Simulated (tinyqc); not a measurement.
What moves the optical response: interband optics of a two-band s-p chain from momentum matrix elements.

H(k) = [[Es - 2 ts cos ka, 2i V sin ka], [-2i V sin ka, Ep_ + 2 tp cos ka]] in the basis s, p; the lower band is full, with two electrons a cell. The velocity operator times hbar is W = dH/dk (eV angstrom); intra-atomic dipoles are left out.

With w(k) = |<c|W|v>|^2 and D(k) = Ec - Ev, on the mesh k_j = (j + 1/2)/N (2 pi/a): eps(E) = 1 + (8 pi e2/(a Ar)) mean_j (w/D^2) [1/(D - E - i eta) + 1/(D + E + i eta)], e2 = e^2/(4 pi eps0); light polarised along the chains, no local fields.

Constants: e^2/(4 pi eps0) = 14.39964547 eV angstrom; hbar^2/2m0 = 3.80998211 eV angstrom^2.

Values chosen for the exercise: a = 3.09 angstrom (period); Es = 2.48 eV (upper orbital (s)); Ep_ = -2.47 eV (lower orbital (p)); ts = 0.41 eV (s-s hopping); tp = 0.56 eV (p-p hopping); V = 1.1 eV (s-p hopping); Ar = 11.7 angstrom^2 (cross-section per chain).

Mesh of 400 points; n_eff = 2 mean(w/(c D)), c = hbar^2/2m0. Each row changes one parameter from the base and keeps the others.

Results:

| case | smallest D (eV) | largest D (eV) | n_eff | eps(0) |
|---|---|---|---|---|
| base | 3.010 | 7.055 | 2.060 | 5.395 |
| a = 3.244 angstrom | 3.010 | 7.055 | 2.270 | 5.614 |
| Es = 2.78 eV | 3.310 | 7.319 | 1.973 | 4.588 |
| ts = 0.492 eV | 2.846 | 7.150 | 2.080 | 5.820 |
| V = 1.21 eV | 3.010 | 7.254 | 2.396 | 6.037 |
| Ar = 12.87 angstrom^2 | 3.010 | 7.055 | 2.060 | 4.995 |

The largest shifts from the base row, up to three for each result and ties (the steps differ in size, so this ranks the rows, not the parameters). smallest D (eV): Es +0.300, ts -0.164; unchanged at the printed digits by a, V and Ar. largest D (eV): Es +0.264, V +0.199, ts +0.095; unchanged at the printed digits by a and Ar. n_eff: V +0.337, a +0.210, Es -0.087; unchanged at the printed digits by Ar. eps(0): Es -0.807, V +0.642, ts +0.425.

tinyqc: `OMP_NUM_THREADS=1 python tinyqc.py 1681825 1681826 out.jsonl`; about 0.02 s, one thread, shared Intel(R) Xeon(R) Processor @ 2.30GHz.
